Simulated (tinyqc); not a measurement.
Stretching all distances: RHF, UHF, MP2, CISD and CCSD against full CI in the sto-3g basis, for H3+, spin multiplicity 1. Computed by the program tinyqc with PySCF. Command: `OMP_NUM_THREADS=1 python tinyqc.py 115949 115950 out.jsonl`; one thread of a shared host (Intel(R) Xeon(R) Processor @ 2.60GHz), about 5 s.

Geometry (angstrom):

| atom | x | y | z |
|---|---|---|---|
| H | 0.0000 | 0.0000 | 0.0000 |
| H | 0.0000 | 0.0000 | 0.7940 |
| H | 0.0000 | 0.0810 | -0.7910 |

All coordinates are multiplied by the scale. c0^2 is the weight of the RHF determinant in the lowest singlet FCI state (UHF is spin-contaminated and may lie near states of higher spin) and n(LUMO) the first natural occupation beyond the occupied space.

Full CI energy (hartree) and errors against it (kcal/mol):

| scale | distance 1-2 (angstrom) | E(FCI) | RHF | UHF | MP2 | CISD | CCSD | <S^2> UHF | c0^2 | n(LUMO) |
|---|---|---|---|---|---|---|---|---|---|---|
| 0.9800 | 0.7781 | -1.225611 | 16.4260 | 16.4260 | 5.2812 | 0.0000 | 0.0000 | 0.0000 | 0.9782 | 0.0390 |
| 1.2700 | 1.0084 | -1.223551 | 22.7770 | 22.7770 | 7.4531 | 0.0000 | 0.0000 | 0.0000 | 0.9604 | 0.0681 |
| 1.5700 | 1.2466 | -1.170744 | 31.0117 | 23.8862 | 9.9042 | 0.0000 | 0.0000 | 0.4459 | 0.9328 | 0.1083 |
| 1.8600 | 1.4768 | -1.111588 | 41.5266 | 19.7477 | 12.5226 | 0.0000 | 0.0000 | 0.6873 | 0.8935 | 0.1600 |
| 2.1500 | 1.7071 | -1.060093 | 54.5328 | 15.4078 | 14.6383 | 0.0000 | 0.0000 | 0.8246 | 0.8425 | 0.2223 |
| 2.4500 | 1.9453 | -1.019559 | 69.3674 | 12.0761 | 14.6122 | 0.0000 | 0.0000 | 0.9046 | 0.7867 | 0.2888 |
| 2.7400 | 2.1756 | -0.991678 | 83.4087 | 9.5779 | 10.7557 | 0.0000 | 0.0000 | 0.9559 | 0.7395 | 0.3455 |

UHF parts from RHF first at scale 1.57 of those listed, where <S^2> leaves zero. The weight c0^2 goes from 0.98 to 0.74 and n(LUMO) from 0.04 to 0.35: static correlation grows as the bonds break into open-shell fragments. The spread of the error along the curve, which distorts its shape, is CISD 0.0, CCSD 0.0, MP2 9.4, UHF 14.3, RHF 67.0 kcal/mol. With two electrons CISD and CCSD are exact.
